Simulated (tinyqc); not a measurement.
Metal gate on a two-layer dielectric stack with fixed charge and a dipole: one step of the calculation.

Gate, layer 2, layer 1, p-type semiconductor; x runs from the gate inwards. Charges are counted in units of +q. psi is the band bending at the surface, positive towards inversion. Classical charge, Boltzmann statistics, no interface traps.

Task. Fields and voltage drops. EOT = 3.9 (t1/e1 + t2/e2), Cox = eps0/(t1/e1 + t2/e2); phi_ms = pM - (chi + Eg - Vt ln(Nv/Na)).

Gauss: D = -Qs just inside the semiconductor; going towards the gate subtract q Q1, then q r1 t1, q Q2 and q r2 t2. Field = D/(eps0 e); the drop over a layer is its mean field times its thickness; Vg = phi_ms + Vd + psi + both drops.

Inputs (values chosen for the exercise); band and dielectric values close to those of germanium, layer 1 close to silicon dioxide, layer 2 close to zirconium oxide: temperature T = 300 K; band gap Eg = 0.648 eV; relative permittivity eps_r = 15.9; valence-band density of states at T Nv = 6.04e18 cm^-3; electron affinity chi = 4.05 eV; acceptor density Na = 1.2e17 cm^-3; work function of the gate metal pM = 5.09 eV; thickness of layer 1, next to the semiconductor t1 = 1.7 nm; relative permittivity of layer 1 e1 = 3.93; thickness of layer 2, next to the gate t2 = 2.1 nm; relative permittivity of layer 2 e2 = 24.3; fixed charge at the semiconductor interface Q1 = 1.1e12 cm^-2; fixed charge between the layers Q2 = 2.8e12 cm^-2; uniform charge density in layer 1 r1 = 0 cm^-3; uniform charge density in layer 2 r2 = -4.2e18 cm^-3; flat-band shift by a dipole layer between the layers Vd = 0.4 V; band bending psi of the working point ps = -0.144 V.

Constants: q = 1.602176634e-19 C, kB = 1.380649e-23 J/K, Vt = kB T/q, eps0 = 8.8541878128e-14 F/cm where lengths are in cm. Results are converted to the units shown.

Qs = 0.59844318 uC/cm^2

Wanted: D; field; drop over layer 2; drop over layer 1; Vg.

Result.

```
place                        D (uC/cm^2)  field (MV/cm)
layer 2, gate side               -1.0820        -0.5029
layer 2, inner side              -1.2233        -0.5686
layer 1, outer side              -0.7747        -2.2263
layer 1, semiconductor side      -0.7747        -2.2263
semiconductor surface            -0.5984        -0.4251
```

drop over layer 2 = -0.11250 V
drop over layer 1 = -0.37847 V
Vg = 0.25833 V

The same Vg follows from Vfb + psi - Qs/Cox. The largest field, 2.23 MV/cm in size, is at: layer 1, outer side.

Range of the model: At the working point ps the carrier density at the surface is 5.2 times the band density of states, where degeneracy and quantisation, left out here, matter.

Numbers from tinyqc (`OMP_NUM_THREADS=1 python tinyqc.py 2010039 2010040 out.jsonl`; about 0.01 s on one thread of a shared Intel Xeon 2.30GHz).
